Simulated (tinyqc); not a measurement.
Changing the zero-phonon energy E_ZPL: configuration-coordinate model of a defect: Huang-Rhys factor and luminescence line shape. Computed by tinyqc, a small Python program. Command: `OMP_NUM_THREADS=1 python tinyqc.py 3000114 3000115 out.jsonl ccline sweep`. One thread of a shared host (Intel(R) Xeon(R) Processor @ 2.30GHz), about 0.04 s of CPU time with the checks.

Ground state E_g(Q) = (1/2) omega_g^2 Q^2; excited state E_e(Q) = E_0 + (1/2) omega_e^2 (Q - dQ)^2 with omega_e = omega_g and E_0 = E_ZPL. Q is mass-weighted; the dipole does not depend on Q (Condon approximation).

Inputs (values chosen for the exercise, for a model defect): displacement dQ = 1.11 u^(1/2) angstrom; ground-state phonon hbar omega_g = 50.5 meV; temperature T = 120 K; refractive index n_r = 3.03; transition dipole mu = 2.3 e angstrom; quenching prefactor nu_0 = 1e+11 1/s.

Modes: equal frequencies in both states.

Constants: hbar^2/u = 4.18015928e-03 eV angstrom^2; hbar = 6.582119569e-16 eV s; e = 1.602176634e-19 C; eps_0 = 8.8541878128e-12 F/m; hbar = 1.054571817e-34 J s; c = 299792458 m/s; k_B = 8.617333262e-05 eV/K.

Method. S = hbar omega dQ^2/(2 hbar^2/u) for each state; relaxation energy S hbar omega; absorption at E_0 + S_e hbar omega_e, emission at E_0 - S_g hbar omega_g; the Stokes shift is their difference. The curves cross at the root Q_c nearest dQ; the barrier is (1/2) omega_e^2 (Q_c - dQ)^2, with (1/2) omega^2 = (hbar omega)^2/(2 hbar^2/u). k_r = n_r omega^3 mu^2/(3 pi eps_0 hbar c^3) at the vertical emission energy, without local-field correction; k_nr = nu_0 exp(-barrier/k_B T) (Mott-Seitz); yield = k_r/(k_r + k_nr); T_1/2 = barrier/(k_B ln(nu_0/k_r)).

One run for each value; columns: (1) zero-phonon energy E_ZPL (eV); (2) radiative lifetime (ns); (3) classical barrier (eV); (4) quenching temperature T_1/2 (K); (5) vertical emission energy (eV):
```
(1)      (2)    (3)   (4)    (5)
0.655  755.4  0.052    54  0.279
0.842  162.2  0.145   173  0.466
1.030   58.7  0.285   381  0.654
1.220   27.3  0.474   695  0.844
1.590    9.2  0.981  1668  1.214
1.780    5.9  1.311  2383  1.404
1.970    4.1  1.690  3266  1.594
```

Give the missing row, zero-phonon energy E_ZPL (eV) = 1.400.

Computed row; columns: (1) zero-phonon energy E_ZPL (eV); (2) radiative lifetime (ns); (3) classical barrier (eV); (4) quenching temperature T_1/2 (K); (5) vertical emission energy (eV):
```
(1)     (2)    (3)   (4)    (5)
1.400  15.3  0.698  1104  1.024
```

Interpolating between the two neighbouring rows (linearly) misses most in radiative lifetime (ns), by 21 %. Over the rows, radiative lifetime (ns) falls from 755 to 4.06 (exponent d ln y / d ln x -6.1 between the first rows and -3.8 between the last); classical barrier (eV) rises from 0.0518 to 1.69 (exponent d ln y / d ln x 4.1 between the first rows and 2.5 between the last); quenching temperature T_1/2 (K) rises from 53.6 to 3270 (exponent d ln y / d ln x 4.7 between the first rows and 3.1 between the last). A smaller transition energy lengthens the radiative lifetime through E^3 and lowers the barrier, both of which favour non-radiative decay.

Caution (rows 0.655, 0.842, 1.03): the barrier is below the relaxation energy of the excited state, so vertical excitation lands above the crossing and may bypass luminescence (Dexter-Klick-Russell rule). Caution (rows 0.655, 0.842, 1.03, 1.22, 1.40): the band is wide against its energy, so the E^3 factor left out of the moments shifts the observed peak up.

Extremes, crossings and ranges named in words are read from the listed rows.
